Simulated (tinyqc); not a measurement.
Worked calculation: bottom-up copper filling of a trench by curvature-enhanced accelerator coverage. Computed by tinyqc, a small Python program that keeps every step. Command: `OMP_NUM_THREADS=1 python tinyqc.py 3020846 3020847 out.jsonl superfill walk`. One thread of a shared host (Intel(R) Xeon(R) Processor @ 2.30GHz), about 0.06 s of CPU time with the checks. Intermediate numbers are printed to about 6 digits and carried at full precision; extremes and crossings named in words are read from the listed rows.

A rectangular trench keeps vertical walls and a flat floor. An accelerator floats on the surface; where area is lost in the corners it is passed on to the floor.

Inputs (values chosen for the exercise, close to those used for damascene copper plating):
```
quantity                                           value     unit
trench width w                                       320       nm
aspect ratio h/w                                     1.3        -
exchange current of the suppressed surface i_0      0.04  mA/cm^2
exchange current of the accelerated surface i_1     0.62  mA/cm^2
transfer coefficient alpha                          0.54        -
overpotential eta                                   0.16        V
starting coverage theta_0                          0.041        -
adsorption rate k_a                                    0      1/s
cupric ion concentration C                          0.22    mol/l
diffusivity D                                    5.6e-06   cm^2/s
boundary layer delta                                  20       um
temperature T                                        298        K
```

Constants: e = 1.602176634e-19 C; N_A = 6.02214076e+23 1/mol; k_B = 8.617333262e-05 eV/K.

## Velocities

Kinetic current i_k = [i_0 (1 - theta) + i_1 theta] exp(alpha eta/(k_B T)), limit i_L = 2 F D C/delta, i = 1/(1/i_k + 1/i_L); velocity v = i Omega/(2F), Omega = 7.11 cm^3/mol, F = e N_A. Depletion inside the trench is ignored.

limiting current i_L = 118.870 mA/cm^2

velocity at theta = 0 = 0.422114 nm/s

velocity at theta_0 = 0.669226 nm/s

velocity at theta = 1 = 5.74054 nm/s

ratio v(1)/v(theta_0) = 8.57787

Without acceleration the walls meet when the floor has risen by w/2, so a seam-free fill needs a mean floor-to-wall speed ratio of at least 2 h/w = 2.6.

## First rates

At the start theta_b = theta_s = theta_0 and x = w/2: d theta_b/dt = k_a (1 - theta_0) + 2 theta_0 v/x (theta_b on the floor, theta_s on the walls, x the half width). At this initial relative rate the doubling time without adsorption would be x ln2/(2 v).

rate from adsorption = 0 1/s

rate from area loss = 3.42978e-04 1/s

doubling time = 82.8595 s

## Filling

Half width x, floor height y, depth h = aspect ratio x w. dx/dt = -v_s, dy/dt = v_b. d theta_b/dt = k_a (1 - theta_b) + [theta_s v_b + theta_b v_s]/x: the floor takes the accelerator of the wall it covers and keeps its own as it narrows. d theta_s/dt = k_a (1 - theta_s). theta_b is capped at 1. Integrate (tolerance 1e-9) until the walls meet (x = 0.02 w/2) or the floor passes the original mouth y = h. Start: x = w/2, y = 0, theta_b = theta_s = theta_0. Height filled = y/h, opening left = x/(w/2).

Course of the fill (nine evenly spaced times):
```
t (s)     x (nm)   y (nm)   theta_b  theta_s  v_b/v_s
0.000    160.000    0.000  0.041000    0.041  1.00000
28.211   141.120   19.781  0.052232    0.041  1.10043
56.422   122.241   41.783  0.067679    0.041  1.23802
84.634   103.361   66.903  0.090005    0.041  1.43586
112.845   84.481   96.657  0.124559    0.041  1.73967
141.056   65.602  133.878  0.183669    0.041  2.25274
169.267   46.722  184.708  0.302492    0.041  3.25951
197.478   27.842  266.240  0.627673    0.041  5.85756
225.690    8.963  416.000         1    0.041  8.57787
```

time at the end = 225.690 s

share of the height filled from the floor = 1

opening left, as a share of w = 0.0560161

The floor escapes with 6 % of the opening left: a seam-free fill, and the enriched floor will overshoot into a bump. Caution: real profiles develop slanted corners, and accelerator is consumed; both are left out.

## The window in starting coverage

The formulas are those given above.

Outcome:
```
theta_0  v(1)/v(theta_0)  height filled  opening left  time (s)
0.001            13.4070        0.40945     0.0200000   366.206
0.003            13.0380        0.47511     0.0200000   356.128
0.010            11.8939        0.70033     0.0200000   324.876
0.020            10.5717        0.91735     0.0200000   288.761
0.050             7.9388        1.00000     0.0698411   205.817
0.100             5.6284        1.00000     0.0872290   143.190
0.200             3.5845        0.96204     0.0200000    97.909
0.400             2.1117        0.69925     0.0200000    57.681
0.800             1.2000        0.44802     0.0200000    32.777
```

The fill succeeds for theta_0 from 0.05 to 0.1 among these rows, with the widest margin at 0.1. Too little accelerator takes too long to concentrate. Too much speeds the walls as well and removes the contrast.

Checks made by the program: conservation of accelerator while theta_b is below 1 (relative difference 2e-10).
